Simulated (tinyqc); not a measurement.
Two electrons on one impurity (helium-like model): one step. The minimum over a and b. Five cases, with inputs chosen for the exercise.

Task: Give a, b, E, both binding energies and U, their difference.

Units Ha* = 2 Ry m/eps^2 and a* = a0 eps/m. One electron is bound by Z^2/2. Two electrons in the singlet built from exp(-a r) and exp(-b r): S = 8 (ab)^(3/2)/(a + b)^3, h_aa = a^2/2 - Z a, h_bb alike, h_ab = S (ab/2 - Z (a + b)/2), J = ab (a^2 + 3ab + b^2)/(a + b)^3, K = 20 (ab)^3/(a + b)^5, E = (h_aa + h_bb + 2 S h_ab + J + K)/(1 + S^2). For a = b this is a^2 - 2 Z a + 5a/8. Real double donors are deeper, since the central cell is left out.

Case 1.

Values chosen (out of a larger set: near those of impurities in Si; not measured data): Z = 2 (effective charge (1: D- centre, 2: double donor; other values mimic a central cell)).

Ha* = 58.23753 meV
a* = 20.9540 angstrom
E with equal orbitals = -2.8476562 Ha*

Case 2.

Values chosen (out of a larger set: near those of impurities in 3C SiC; not measured data): Z = 2 (effective charge (1: D- centre, 2: double donor; other values mimic a central cell)).

Ha* = 100.35446 meV
a* = 14.7926 angstrom
E with equal orbitals = -2.8476562 Ha*

Case 3.

Values chosen (out of a larger set: near those of impurities in Si; not measured data): Z = 2.5 (effective charge (1: D- centre, 2: double donor; other values mimic a central cell)).

Ha* = 60.14521 meV
a* = 20.1189 angstrom
E with equal orbitals = -4.7851562 Ha*

Case 4.

Values chosen (out of a larger set: near those of impurities in Ge; not measured data): Z = 2 (effective charge (1: D- centre, 2: double donor; other values mimic a central cell)).

Ha* = 17.52295 meV
a* = 50.7259 angstrom
E with equal orbitals = -2.8476562 Ha*

Case 5.

Values chosen (out of a larger set: near those of impurities in Ge; not measured data): Z = 1.5 (effective charge (1: D- centre, 2: double donor; other values mimic a central cell)).

Ha* = 17.96377 meV
a* = 50.0996 angstrom
E with equal orbitals = -1.4101562 Ha*

Give: a, b; E; binding of the first and second electron; U.

Result:

Case 1.

a, b (1/a*): 2.183  1.189

E = -2.87566 Ha*

binding of the first and second electron (meV): 116.48  51.00

U = 65.48 meV

Letting one electron stay close and the other roam (decay lengths 10 and 18 angstrom) gains 1.63 meV. The exact value for Z = 2 is -2.90372, 1.63 meV lower.

Case 2.

a, b (1/a*): 2.183  1.189

E = -2.87566 Ha*

binding of the first and second electron (meV): 200.71  87.88

U = 112.83 meV

Letting one electron stay close and the other roam (decay lengths 7 and 12 angstrom) gains 2.81 meV. The exact value for Z = 2 is -2.90372, 2.82 meV lower.

Case 3.

a, b (1/a*): 2.742  1.632

E = -4.81195 Ha*

binding of the first and second electron (meV): 187.95  101.46

U = 86.49 meV

Letting one electron stay close and the other roam (decay lengths 7 and 12 angstrom) gains 1.61 meV.

Case 4.

a, b (1/a*): 2.183  1.189

E = -2.87566 Ha*

binding of the first and second electron (meV): 35.05  15.34

U = 19.70 meV

Letting one electron stay close and the other roam (decay lengths 23 and 43 angstrom) gains 0.49 meV. The exact value for Z = 2 is -2.90372, 0.49 meV lower.

Case 5.

a, b (1/a*): 1.618  0.749

E = -1.44075 Ha*

binding of the first and second electron (meV): 20.21  5.67

U = 14.54 meV

Letting one electron stay close and the other roam (decay lengths 31 and 67 angstrom) gains 0.55 meV.

Computed by tinyqc, one run a case: `OMP_NUM_THREADS=1 python tinyqc.py N N+1 out.jsonl` with N = 1250004, 1250015, 1250232, 1250279, 1250297; one thread of a shared Intel(R) Xeon(R) Processor @ 2.30GHz, about 0.06 s a run at most.
